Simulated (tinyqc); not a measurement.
Atomic layer deposition: Langmuir saturation, growth per cycle and coating of deep features: one step, computed by the program tinyqc. Command: `OMP_NUM_THREADS=1 python tinyqc.py 3001110 3001111 out.jsonl ald walk`. One thread of a shared host (Intel(R) Xeon(R) Processor @ 2.30GHz), about 0.05 s of CPU time with the checks.

Precursor A sticks only on free sites, so a long enough pulse saturates; co-reactant B then frees the sites again.

Problem. Flux and saturation time. Wall flux F = p/sqrt(2 pi M k_B T); rate of filling k_a = beta F/q; desorption k_d = 1e13 exp(-E_d/(k_B T)) per second. 1/m^2 = 1e-18/nm^2. Temperatures in kelvin are T(C) + 273.15.

Inputs (values chosen for the exercise, modelled on zinc oxide from diethylzinc and water): precursor mass M = 124 u; site density q = 6.7 1/nm^2; sticking probability beta on free sites = 0.03; precursor pressure p = 5.8 Pa; temperature T = 250 C; desorption energy E_d = 1.95 eV.

Constants: u = 1.6605390666e-27 kg; k_B = 1.380649e-23 J/K; k_B = 8.617333262e-05 eV/K.

Give: flux F; k_a; k_d; time to 99 % without desorption, ln(100)/k_a.

Solution.

flux F = 60000 1/(nm^2 s)

k_a = 268.65 1/s

k_d = 1.6392e-06 1/s

time to 99 % without desorption, ln(100)/k_a = 0.017142 s
